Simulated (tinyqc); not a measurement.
A log to judge: minimum-mode following (dimer method) and harmonic rate on a two-dimensional model surface. Computed by tinyqc. Command: `OMP_NUM_THREADS=1 python tinyqc.py 3014811 3014812 out.jsonl dimer walk`. One thread of a shared host (Intel(R) Xeon(R) Processor @ 2.30GHz), about 0.04 s of CPU time with the checks.

V(x, y) = h u^2 + t x + (kappa/2)(y + c u)^2 with u = x^2/w^2 - 1; the path runs from the minimum near (-w, 0) to that near (w, 0).

Inputs (values chosen for the exercise, for a model surface):

| quantity | value | unit |
|---|---|---|
| height h | 0.21 | eV |
| half width w | 1.2 | angstrom |
| transverse stiffness kappa | 4.9 | eV/angstrom^2 |
| curvature c | 0.49 | angstrom |
| tilt t | -0.022 | eV/angstrom |
| start as a fraction of the way from minimum to saddle | 0.74 | - |
| offset of the start in y | -0.1 | angstrom |
| first angle of the dimer | 40 | degrees |
| half length delta | 0.02 | angstrom |
| step factor eta | 0.048 | angstrom^2/eV |

Surface: curved double well.

Method:
- Newton steps x(new) = x - H^-1 grad V (moves limited to 0.3 angstrom) from (-w, 0), (w, 0) and (0, c) give the two minima and the saddle.
- Dimer at R with unit axis N = (cos phi, sin phi) and normal T = (-sin phi, cos phi). Gradients g at R +/- delta N and at R +/- delta T give H N and H T by central differences, (g+ - g-)/(2 delta). With C_N = N.H N, C_T = T.H T and b = T.H N, rotate by theta = (1/2) atan2(-2b, C_T - C_N), the angle of least curvature C = (C_N + C_T)/2 - sqrt((C_N - C_T)^2/4 + b^2).
- Translate along F = -g + 2 (g.N) N if C < 0, else along F = (g.N) N, with the new axis: R(new) = R + eta F, the move limited to 0.2 angstrom.
- R0 = start minimum + fraction x (saddle - minimum) + (0, offset). Stop when |g| is below 1e-5 eV/angstrom, after 150 steps at most.

Course of the dimer:

| step | x (angstrom) | y (angstrom) | E above the start (eV) | C (eV/angstrom^2) | \|g\| (eV/angstrom) |
|---|---|---|---|---|---|
| 1 | -0.334913 | 0.266311 | 0.244063 | -1.02142 | 9.79724e-01 |
| 2 | -0.334475 | 0.313335 | 0.206869 | -0.87066 | 7.47589e-01 |
| 3 | -0.332701 | 0.349176 | 0.186159 | -0.75855 | 5.73829e-01 |
| 4 | -0.329792 | 0.376565 | 0.174852 | -0.67551 | 4.44734e-01 |
| 5 | -0.325965 | 0.397567 | 0.168895 | -0.61442 | 3.49848e-01 |
| 6 | -0.321427 | 0.413735 | 0.165970 | -0.56984 | 2.81133e-01 |
| 7 | -0.316359 | 0.426241 | 0.164756 | -0.53770 | 2.32298e-01 |
| 8 | -0.310911 | 0.435970 | 0.164497 | -0.51489 | 1.98299e-01 |
| 9 | -0.305205 | 0.443589 | 0.164766 | -0.49906 | 1.75036e-01 |
| ... | ... | ... | ... | ... | ... |
| 142 | -0.044514 | 0.489348 | 0.184213 | -0.57976 | 3.92888e-03 |
| 143 | -0.044325 | 0.489353 | 0.184213 | -0.57979 | 3.81943e-03 |
| 144 | -0.044142 | 0.489358 | 0.184214 | -0.57981 | 3.71302e-03 |
| 145 | -0.043964 | 0.489362 | 0.184215 | -0.57984 | 3.60957e-03 |
| 146 | -0.043791 | 0.489367 | 0.184215 | -0.57986 | 3.50900e-03 |
| 147 | -0.043622 | 0.489371 | 0.184216 | -0.57989 | 3.41123e-03 |
| 148 | -0.043459 | 0.489376 | 0.184216 | -0.57991 | 3.31617e-03 |
| 149 | -0.043299 | 0.489380 | 0.184217 | -0.57993 | 3.22377e-03 |
| 150 | -0.043145 | 0.489384 | 0.184217 | -0.57995 | 3.13393e-03 |

Can the last value be used, and what does the course show?

No. Not converged within 150 steps: the residual falls at every step, but slowly, by a factor of about 0.972 a step. Reruns still fail with step factor eta = 0.096; and with step factor eta = 0.024; and with step factor eta = 0.008; and with half length delta = 0.001.
